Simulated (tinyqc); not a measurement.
# Off-state leakage of single and stacked transistors: leakage components against the body voltage

n-channel devices of unit width. Subthreshold current I(Vg, Vs, Vd) = I0 (T/300 K)^0.5 exp[(Vg - Vs - VT(T) - gb (Vs - Vb) + dd (Vd - Vs))/(nf Vt)] (1 - exp(-(Vd - Vs)/Vt)), VT(T) = VT - cT (T - 300 K). Gate-edge tunnelling Ig (Vd/1 V) exp(ag (Vd - 1 V)), for a gate at 0 V, and band-to-band leakage Ab u exp(-Bb/u), u = Vd - Vb + 1 V, flow at a drain held at V; both are taken as independent of T. In a stack of off transistors (all gates at 0 V) the same subthreshold current passes through each.

One transistor with Vg = Vs = 0, Vd = V; stack factor I(one)/I(two in series).

Values chosen for this exercise; values of the order met in bulk silicon logic transistors:
- T = 358 K (temperature)
- V = 1.1 V (supply voltage)
- VT = 0.45 V (threshold at 300 K, zero drain and body bias)
- cT = 0.9 mV/K (fall of the threshold with temperature)
- I0 = 0.3 uA/um (current at threshold at 300 K)
- nf = 1.55 (slope factor)
- dd = 0.11 (drain-induced lowering per volt)
- gb = 0.25 (rise of the threshold per volt of source-body bias)
- Ig = 0.0002 uA/um (gate-edge tunnelling current at 1 V)
- ag = 5.8 1/V (exponential slope of the gate current)
- Ab = 10 uA/(um V) (prefactor of band-to-band leakage at the drain)
- Bb = 29 V (its exponential voltage)

Constants: q = 1.602176634e-19 C, kB = 1.380649e-23 J/K, Vt = kB T/q. Results are converted to the units shown.

The same in every row: gate edge (nA/um) = 0.3929; stack factor = 11.06.

Leakage components against the body voltage:

| Vb (V) | subthreshold (nA/um) | band-to-band (nA/um) | total (nA/um) | largest part |
|---|---|---|---|---|
| 0.2 | 2.855 | 0.004467 | 3.253 | subthreshold |
| 0 | 1.003 | 0.02113 | 1.418 | subthreshold |
| -0.2 | 0.3527 | 0.07688 | 0.8225 | gate edge |
| -0.4 | 0.1240 | 0.2292 | 0.7460 | gate edge |
| -0.6 | 0.04357 | 0.5844 | 1.021 | band-to-band |
| -0.8 | 0.01531 | 1.317 | 1.725 | band-to-band |
| -1 | 0.005382 | 2.683 | 3.081 | band-to-band |
| -1.2 | 0.001892 | 5.035 | 5.430 | band-to-band |
| -1.4 | 6.648e-4 | 8.823 | 9.217 | band-to-band |

As Vb goes from 0.2 to -1.4, the total leakage goes from 3.25 through a minimum of 0.746 (at Vb = -0.4 among the rows listed) to 9.22 nA/um. The subthreshold part leads at Vb = 0.2, the gate edge part from -0.2, the band-to-band part from -0.6 on. The exact minimum lies at Vb = -0.340 V: reverse body bias lowers the subthreshold part by a decade every nf Vt ln 10/gb = 0.440 V but raises the band-to-band part. The reduction by a stack of two stays at 11.1, for the subthreshold part alone. For Vb = 0.2 the body is forward biased; the junction current, left out, is still small at this voltage.

Numbers from tinyqc (`OMP_NUM_THREADS=1 python tinyqc.py 2242059 2242060 out.jsonl`; about 0.03 s on one thread of a shared Intel Xeon 2.30GHz).
